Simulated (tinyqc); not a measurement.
Worked calculation: lattice vibrations of a chain. One step of it, computed by the program tinyqc.

Question. Frequencies. omega^2 are the eigenvalues; wavenumber = 521.4708 sqrt(eigenvalue) 1/cm.

D(q) (eV/(angstrom^2 u)):
```
                     1                    2
1             2.822430  -0.358958+0.680987i
2  -0.358958-0.680987i             0.301397
```

Give: eigenvalues; wavenumbers; weights |e|^2 of the mass-weighted modes.

Answer.

eigenvalues: 0.0849  3.0389

wavenumbers (1/cm): 152.0  909.1

weights |e|^2 of the mass-weighted modes:
```
        mode 1  mode 2
atom 1  0.0733  0.9267
atom 2  0.9267  0.0733
```
